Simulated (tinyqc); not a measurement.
# Trap density from two Hall measurements

Inverse problem. p-type body, charge-sheet picture, full ionisation (an idealisation for deep acceptors), Boltzmann statistics for free electrons. e = Ec - EF at the surface. psi = Eg - Vt ln(Nv/Na) - e; N_dep = sqrt(2 eps0 eps_r Na (psi - Vt)/q); n_f = sqrt(N_dep^2 + 2 eps0 eps_r Vt Nc exp(-e/Vt)/q) - N_dep; Vg = Vfb + psi + q (N_dep + n_t + n_f)/Cox, Cox = eps0 eox/tox. Find e and n_t at both points and the mean trap density between them.

Values chosen for this exercise; band and dielectric values close to those of 4H silicon carbide: temperature T = 250 K; band gap Eg = 3.2 eV; relative permittivity eps_r = 9.78; conduction-band density of states at T Nc = 1.3e19 cm^-3; valence-band density of states at T Nv = 1.9e19 cm^-3; relative permittivity of the insulator eox = 3.9; insulator thickness tox = 31 nm; acceptor density Na = 1.5e16 cm^-3; flat-band voltage without trapped charge Vfb = -2.85 V.

Constants: q = 1.602176634e-19 C, kB = 1.380649e-23 J/K, Vt = kB T/q, eps0 = 8.8541878128e-14 F/cm where lengths are in cm. Results are converted to the units shown.

Vg (V): 4.7009495  7.3838720
free sheet density from the Hall effect (cm^-2): 3.0313784e9  7.3462447e10

Answer. Each n_f fixes e; what the gate voltage holds beyond psi, N_dep and n_f is trapped; the difference quotient is the density, smeared over a few Vt.

e (eV): 0.142  0.0720
n_t (cm^-2): 2.54e12  4.28e12
mean trap density = 2.48e13 cm^-2 eV^-1

Computed by the program tinyqc: `OMP_NUM_THREADS=1 python tinyqc.py 2222202 2222203 out.jsonl`, one thread of a shared Intel Xeon 2.30GHz, about 0.02 s for the whole run.
